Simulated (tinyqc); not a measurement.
# Changing the stress X (tension positive)

Model: strain, valley repopulation and piezoresistance in a many-valley conduction band. Computed by tinyqc, a small Python program. Command: `OMP_NUM_THREADS=1 python tinyqc.py 3018949 3018950 out.jsonl valleys sweep`. One thread of a shared host (Intel(R) Xeon(R) Processor @ 2.30GHz), about 0.03 s of CPU time with the checks.

Valleys are ellipsoids with mass m_l along the axis a and m_t across it, parabolic, with one constant relaxation time; strain shifts the valleys and leaves the masses alone. Currents are taken along [110], along the load, and along [001], across the load.

Inputs (values chosen for the exercise, modelled on silicon):

| quantity | value | unit |
|---|---|---|
| longitudinal mass m_l | 0.892 | m_0 |
| transverse mass m_t | 0.188 | m_0 |
| shear deformation potential Xi_u | 9.42 | eV |
| dilation deformation potential Xi_d | 1.1 | eV |
| C11 | 165 | GPa |
| C12 | 63.6 | GPa |
| C44 | 79.8 | GPa |
| electron density n | 1.9e+15 | 1/cm^3 |
| relaxation time tau | 47 | fs |
| temperature T | 100 | K |

Valley axes: <100> (6 valleys in 3 pairs). Load: uniaxial [110].

Constants: k_B = 8.617333262e-05 eV/K; m_0 = 9.1093837015e-31 kg; k_B = 1.380649e-23 J/K; hbar = 1.054571817e-34 J s; e = 1.602176634e-19 C.

Method:
- Compliances S11 = (C11 + C12)/((C11 - C12)(C11 + 2 C12)), S12 = -C12/((C11 - C12)(C11 + 2 C12)), S44 = 1/C44; stress sigma_ij = X n_i n_j for the unit vector n of the load; e_xx = S11 sigma_xx + S12 (sigma_yy + sigma_zz), e_xy = S44 sigma_xy/2 (tensor strain).
- Herring-Vogt shift of a valley with unit axis a: dE = Xi_d tr(e) + Xi_u a.e.a.
- Each of the 6 valleys holds n_v = N_v (2/sqrt(pi)) F_1/2((E_F - dE_v)/(k_B T)), N_v = 2 (m_d k_B T/(2 pi hbar^2))^(3/2), m_d = (m_l m_t^2)^(1/3); E_F solves sum n_v = n and is counted from the unstrained edge.
- F_j(eta) = int_0^infinity x^j/(1 + exp(x - eta)) dx, without a gamma-function factor. It is evaluated after integrating by parts.
- Integrals over x = E/(k_B T) use 160 Gauss-Legendre points in u = sqrt(x) from 0 to sqrt(max(eta, 0) + 32).
- Mobility tensor mu = e tau sum_v (n_v/n) [1/m_t + (1/m_l - 1/m_t) a a^T]; unstrained mu_0 = e tau (1/m_l + 2/m_t)/3; resistivity along d from the inverse tensor, rho_d = d.mu^-1.d/(n e), mobility along d = 1/(d.mu^-1.d); gauge pi_d = (rho_d/rho_0 - 1)/X.

One run for each value:

| stress X (tension positive) (MPa) | mobility along the first direction (cm^2/(V s)) | mobility along the second direction (cm^2/(V s)) | Fermi level E_F (meV) | splitting (highest minus lowest) (meV) |
|---|---|---|---|---|
| -2000 | 266.19 | 439.70 | -124.60 | 92.899 |
| -1560 | 266.21 | 439.67 | -111.41 | 72.462 |
| -1110 | 266.41 | 439.27 | -97.92 | 51.559 |
| -667 | 268.54 | 435.01 | -84.74 | 30.982 |
| -222 | 288.97 | 394.15 | -72.49 | 10.312 |
| 222 | 374.33 | 223.42 | -66.37 | 10.312 |
| 667 | 430.67 | 110.74 | -70.08 | 30.982 |
| 1110 | 438.83 | 94.41 | -76.95 | 51.559 |
| 1560 | 439.63 | 92.83 | -84.32 | 72.462 |
| 2000 | 439.70 | 92.69 | -91.55 | 92.899 |

Over the rows, mobility along the first direction (cm^2/(V s)) rises from 266 to 440; mobility along the second direction (cm^2/(V s)) falls from 440 to 92.7; Fermi level E_F (meV) goes from -125 through a maximum among these rows, -66.4 at 222, to -91.6. The sign of the stress decides which valleys drop; electrons gather there, and each direction then sees the mix of light and heavy mass that those valleys present to it, until the upper valleys are empty.

Caution (rows -2000, -1560, -1110, -667, 667, 1110, 1560, 2000): shear strain also changes the transverse masses of <100> valleys, which this model leaves out.

Extremes, crossings and ranges named in words are read from the listed rows.
